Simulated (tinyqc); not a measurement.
Inside a calculation. Model: van der Pauw, Hall and four-point-probe measurements on a doped layer.

tinyqc, about 0.01 s, one thread, Intel Xeon 2.30GHz (shared host): `OMP_NUM_THREADS=1 python tinyqc.py 2850101 2850102 out.jsonl` Printed values are rounded.

A uniform p-type layer with sheet resistance Rs = 1/(q ns mu), point contacts, low field (mu B small).

Values chosen for this exercise:
```
symbol   value        unit                                                      meaning
ns      2.8e13       cm^-2                                   sheet density of the layer
mu          75  cm^2/(V s)                                               drift mobility
rH        1.18                                                              Hall factor
B         0.55           T                                               magnetic field
I          500          uA                                                      current
ar        1.39              side ratio a/b of a rectangular sample with corner contacts
t           28          nm                                       thickness of the layer
```

Constants: q = 1.602176634e-19 C. Results are converted to the units shown.

## Resistances and Hall voltage

Rs = 1/(q ns mu). For a rectangle with contacts at the corners, RA = (8 Rs/pi) sum_(k>=0) ln coth((2k + 1) pi a/(2 b)) with current along a short side b and voltage along the opposite one, RB the same with a and b exchanged; Hall voltage VH = rH B I/(q ns), negative for electrons.

Rs = 2972.15 ohm/square
RA = 192.155 ohm
RB = 1602.49 ohm
VH = 7.23346 mV

RB/RA = 8.34; for a square both equal Rs ln 2/pi = 656 ohm.

## Starting value

z = 2 ln 2/(pi (RA + RB)), exact for RA = RB.

z at the start = 0.245883 mS

## Iteration 1: new z

The van der Pauw equation exp(-pi RA z) + exp(-pi RB z) = 1 is solved for z = 1/Rs: e1 = exp(-pi RA z), e2 = exp(-pi RB z), f = e1 + e2 - 1, f' = -pi (RA e1 + RB e2), z(new) = z - f/f'.

e1 = 0.862058
e2 = 0.290004
f = 0.152062
f' = -1.98038 kohm
z after iteration 1 = 0.322667 mS

## Iteration 2: new z

As before.

e1 = 0.823012
e2 = 0.197026
f = 0.0200376
f' = -1.48873 kohm
z after iteration 2 = 0.336126 mS

## Course of the iteration

Stop when the step is below 1e-10 mS, or after 40 iterations.

Course of the iteration:
```
iteration,z before the step (mS),step (mS)
1,0.245883,0.0768
2,0.322667,0.0135
3,0.336126,3.31e-4
4,0.336457,1.91e-7
5,0.336457,6.39e-14
```

Converged in 5 iterations.

## Sheet density, mobility and bulk values

converged z = 0.336457 mS

Rs = 1/z; Hall sheet density B I/(q |VH|); Hall mobility |VH|/(Rs B I); true values ns = rH times the Hall density, mu = Hall mobility/rH; bulk density ns/t, resistivity Rs t; correction factor F = Rs/[(pi/ln 2)(RA + RB)/2].

Rs = 2972.15 ohm/square
Hall sheet density = 2.37288e13 cm^-2
Hall mobility = 88.5 cm^2/(V s)
ns = 2.8e13 cm^-2
mu = 75 cm^2/(V s)
bulk density = 1e19 cm^-3
resistivity = 0.00832201 ohm cm
F = 0.730799

Taking the mean of RA and RB without F would overstate Rs by 37 %.
